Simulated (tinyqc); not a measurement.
Expansion against temperature: quasi-harmonic thermal expansion with mode Grueneisen parameters. Computed by tinyqc, a small Python program. Command: `OMP_NUM_THREADS=1 python tinyqc.py 3007106 3007107 out.jsonl qha walk`. One thread of a shared host (Intel(R) Xeon(R) Processor @ 2.30GHz), about 0.03 s of CPU time with the checks.

A crystal with two atoms a cell; per atom there are 1 transverse acoustic (TA), 1/2 longitudinal acoustic (LA) and 3/2 optical (O) modes. Every frequency of group i scales as nu_i (V/V0)^(-gamma_i). The acoustic groups have Debye spectra, density 3 nu^2/nu_i^3 up to nu_i (40 Gauss-Legendre points); the optical group has one frequency. Static energy: E = (9 V0 B0/16) [y^3 B' + y^2 (2 - 4 y)], y = (V0/V)^(2/3) - 1, with pressure P_s = (3 B0/2) (z^7 - z^5) [1 + (3/4)(B' - 4)(z^2 - 1)], z = (V0/V)^(1/3).

Inputs (values chosen for the exercise, for a model crystal): static volume V0 = 26.1 angstrom^3/atom; static bulk modulus B0 = 264 GPa; static B' = 4.51; frequency nu_TA = 2.62 THz; frequency nu_LA = 5.07 THz; frequency nu_O = 7.92 THz; Grueneisen parameter gamma_TA = -0.97; Grueneisen parameter gamma_LA = 0.72; Grueneisen parameter gamma_O = 1.4.

Acoustic groups: Debye.

Constants: h x 1 THz = 4.135667696 meV; k_B = 8.617333262e-05 eV/K; 1 eV/angstrom^3 = 160.2176634 GPa.

Method:
- For a mode with x = h nu/(k_B T), n = 1/(exp(x) - 1): U = h nu (n + 1/2), C/k_B = x^2 n (n + 1); U_i and C_i sum these over group i with its weight per atom.
- Phonon pressure P_ph = sum_i gamma_i U_i/V.
- B_T = -V d(P_s + P_ph)/dV at fixed T (central difference, step 1e-4 V); alpha_V = sum gamma_i C_i k_B/(B_T V), all at V(T); the linear coefficient is alpha_L = alpha_V/3.
- V(T) solves P_s + P_ph = 0. The Grueneisen estimate uses C_i, V0 and B0 at the static volume; gamma_th = sum gamma_i C_i / sum C_i is taken at V(T).

Quasi-harmonic results:
```
T (K)  V/V0 - 1 (%)  B_T (GPa)  alpha_L (ppm/K)  alpha_L, Grueneisen estimate  gamma_th
20          0.07714     263.62         -0.14596                      -0.14612  -0.83140
40          0.07556     263.62         -0.34220                      -0.34236  -0.65802
70          0.07270     263.63         -0.23019                      -0.23088  -0.25625
100         0.07191     263.61          0.05747                       0.05637   0.04747
150         0.07582     263.51          0.43033                       0.42894   0.27883
220         0.08798     263.35          0.69092                       0.68915   0.39243
300         0.10636     263.14          0.82194                       0.81963   0.44008
450         0.14593     262.74          0.91712                       0.91373   0.47140
700         0.21706     262.05          0.96608                       0.96082   0.48622
1000        0.30525     261.23          0.98574                       0.97822   0.49156
```

What follows from these numbers?

alpha_L is negative up to 70 K among these rows and changes sign before 100 K, once the LA and optical groups take up heat. gamma_th moves from -0.83, near gamma_TA = -0.97, to 0.49, near the average over all modes, 0.50, as the stiffer groups take up their share of C. B_T changes by -0.9 % over the table, and at the highest T the estimate at fixed V0 and B0 is off by -0.8 %.

Extremes, crossings and ranges named in words are read from the listed rows.
